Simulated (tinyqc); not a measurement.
Averaged masses of warped heavy- and light-hole bands, step by step. Values are carried at full precision from step to step, so a last printed digit may differ when a step is redone from the rounded ones.

Constants: Ry = 13.60569312 eV; a0 (Bohr radius) = 0.5291772105 angstrom; kB = 8.617333262e-05 eV/K; hbar^2/2m0 = 3.80998211 eV angstrom^2.

Values chosen for the exercise (near those of InAs; shifted at random, so the results belong to these values and not to a real crystal): g1 = 20 (Luttinger gamma1); g2 = 8.53 (gamma2); g3 = 9.21 (gamma3); eps = 15.57 (dielectric constant); mso = 0.085 m0 (split-off mass); Dso = 0.388 eV (spin-orbit splitting); T = 400 K (temperature).

## Other forms of the parameters

Dresselhaus-Kip-Kittel form E = c [A k^2 -/+ sqrt(B^2 k^4 + C^2 (kx^2 ky^2 + ky^2 kz^2 + kz^2 kx^2))] with A = g1, B = 2 g2, C^2 = 12 (g3^2 - g2^2). Spherical form: mu = (6 g3 + 4 g2)/(5 g1), delta = (g3 - g2)/g1, masses 1/(g1 (1 -/+ mu)). Effective rydberg R* = Ry/(g1 eps^2) and radius a* = a0 g1 eps.

A, B, |C|: [20.000, 17.060, 12.032]

mu, delta: [0.8938, 0.0340]

spherical masses, heavy and light (m0): [0.4708, 0.0264]

R* = 2.81 meV
a* = 164.8 angstrom

delta/mu = 0.04 measures the warping against the spherical splitting.

## Masses along six directions

Four-band hole energies E = c k^2 f(u), c = hbar^2/2m0, f = g1 -/+ 2 sqrt(g2^2 + 3 (g3^2 - g2^2) s), s = ux^2 uy^2 + uy^2 uz^2 + uz^2 ux^2 for the unit vector u; minus for heavy, plus for light holes; the mass along u is 1/f.

Give s and both masses.

Masses (m0):
```
direction        s   heavy   light
[100]      0.00000  0.3401  0.0270
[110]      0.25000  0.5234  0.0263
[111]      0.33333  0.6329  0.0260
[210]      0.16000  0.4397  0.0265
[311]      0.15702  0.4374  0.0265
[411]      0.10185  0.3979  0.0267
```

The heavy mass grows by a factor of 1.86 from [100] to [111] while the light one shrinks by 4 %; 1/m_heavy + 1/m_light = 2 g1 in every direction.

## Density-of-states masses from three directions

m_d^(3/2) is the angular mean of m(u)^(3/2). The rule mean = (10 F[100] + 16 F[110] + 9 F[111])/35 is exact for cubic harmonics up to sixth order. Total m_d = (m_h^(3/2) + m_l^(3/2))^(2/3).

m^(3/2):
```
direction    heavy    light
[100]      0.19837  0.00443
[110]      0.37871  0.00425
[111]      0.50352  0.00420
```

m_d heavy, light (m0): [0.5054, 0.0264]

total = 0.5094 m0
share of light holes = 1.2 %

## Averages on a grid

Grid: n x n midpoints in cos(theta) from 0 to 1 and phi from 0 to pi/2, equal weights. m_d = <f^(-3/2)>^(2/3). Conductivity mass for one scattering time: 1/m_c = <|w|^2 f^(-5/2)>/<f^(-3/2)> with w = grad_k(k^2 f)/(2 k), that is |w|^2 = f^2 + |angular gradient of f|^2/4.

Use n = 40.

m_d heavy, light (m0): [0.4886, 0.0264]

m_c heavy, light (m0): [0.4340, 0.0264]

The three-direction rule differs from the grid by +3.43 % for heavy holes. Warping makes m_c of the heavy holes 11 % smaller than m_d; on a sphere the two are equal.

## Effective density of states

Nv = 2 (kT/(4 pi c))^(3/2) [m_h^(3/2) + m_l^(3/2) + mso^(3/2) exp(-Dso/kT)], c = hbar^2/2m0, parabolic bands, m_h and m_l the density-of-states masses from the grid; 1 angstrom^-3 = 1e24 cm^-3.

prefactor = 3.8635e+19 cm^-3

the three terms: [0.34155, 0.00429, 0.00000]

Nv = 1.336e+19 cm^-3

shares (%): [98.8, 1.2, 0.0]

kT/Dso = 0.09, small enough for the four-band form.

## Checks

- m_d and m_c of heavy holes for g2 = g3 against 1/(g1 - 2 g3): they agree to 1e-10 or better.
- m_d of heavy holes on grids of 40 and 160: both 0.4886.

(tinyqc, `OMP_NUM_THREADS=1 python tinyqc.py 1080676 1080677 out.jsonl`, Intel(R) Xeon(R) Processor @ 2.30GHz, 1 thread, shared host, about 0.02 s.)
